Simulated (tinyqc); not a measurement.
# Random telegraph noise from one oxide trap in a small MOSFET: effect of the temperature

An acceptor-like trap exchanges electrons with the channel. Inversion charge Q = Cox u, u = n Vt W0(exp((Vg - VT)/(n Vt))), W0 the Lambert function, n = nf, Cox = eps0 eox/tox; linear regime Id = (W/L) mu Q Vd. Relative to threshold the surface potential rises by Vt ln(u/u0) and the oxide voltage by the rest of Vg - VT, with u0 = n Vt W0(1).

N = Cox u/q; dpsi = Vt ln(u/u0); E = E0 - dpsi - (xt/tox)(Vg - VT - dpsi); capture time tc = 1/[(N/zi) vth s0 exp(-xt/lt - EB/Vt)]; emission time te = tc exp(-E/Vt); occupancy te/(tc + te). A = W L; threshold step dV = q (1 - xt/tox)/(Cox A); gm/Id = 1/(u + n Vt); relative step dI/I = (gm/Id) dV + asc mu/A. fc = (1/tc + 1/te)/(2 pi); rms = (dI/I) sqrt(tc te)/(tc + te). VT, nf, vth and mu are held fixed.

Parameters, values chosen for the exercise; values of the order met in silicon transistors: relative permittivity of the gate insulator (close to aluminium oxide) eox = 8.74; insulator thickness tox = 4.7 nm; depth of the trap from the channel interface xt = 0.64 nm; trap level above the channel Fermi level at threshold E0 = 0.02 eV; capture prefactor s0 = 1e-16 cm^2; capture barrier (lattice relaxation) EB = 0.22 eV; tunnelling decay length lt = 0.15 nm; thermal velocity vth = 1.8e7 cm/s; thickness of the inversion layer zi = 2.7 nm; threshold voltage VT = 0.21 V; body factor nf = 1.19; gate width W = 130 nm; gate length L = 27 nm; mobility mu = 150 cm^2/(V s); scattering coefficient of the charged trap asc = 2.9e-16 V s; drain voltage Vd = 0.05 V; gate voltage Vg = 0.25 V.

Constants: q = 1.602176634e-19 C, kB = 1.380649e-23 J/K, Vt = kB T/q, eps0 = 8.8541878128e-14 F/cm where lengths are in cm. Results are converted to the units shown.

Results:
```
T (K),E (eV),tc (s),te (s),occupancy,dI/I (%),fc (Hz),rms dI/I (%)
180,1.620e-4,0.04905,0.04854,0.4974,5.001,6.524,2.501
210,-3.490e-4,0.006254,0.006376,0.5048,4.624,50.41,2.312
240,-7.512e-4,0.001319,0.001368,0.5091,4.290,237.1,2.145
300,-0.001342,1.453e-4,1.530e-4,0.5130,3.735,2136,1.867
330,-0.001564,6.442e-5,6.806e-5,0.5137,3.505,4809,1.752
360,-0.001753,3.250e-5,3.439e-5,0.5141,3.300,9524,1.650
390,-0.001914,1.812e-5,1.918e-5,0.5142,3.118,1.708e4,1.558
```

Estimate the missing row, T = 270 K.

Computed row:
```
T (K),E (eV),tc (s),te (s),occupancy,dI/I (%),fc (Hz),rms dI/I (%)
270,-0.001075,3.891e-4,4.075e-4,0.5116,3.995,799.6,1.997
```

With this row back in the table: As T goes from 180 to 390, tc falls from 0.0490 to 1.81e-5 s, te falls from 0.0485 to 1.92e-5 s and dI/I falls from 5.00 to 3.12 %. Activation energies over the table: 0.228 eV for capture (EB = 0.22 eV, altered by the change of N) and 0.226 eV for emission.

Range of the model: VT is taken as given; short-channel effects and the uneven flow of current among few electrons are left out.

Computed by the program tinyqc: `OMP_NUM_THREADS=1 python tinyqc.py 2710135 2710136 out.jsonl`, one thread of a shared Intel Xeon 2.30GHz, about 0.01 s for the whole run.
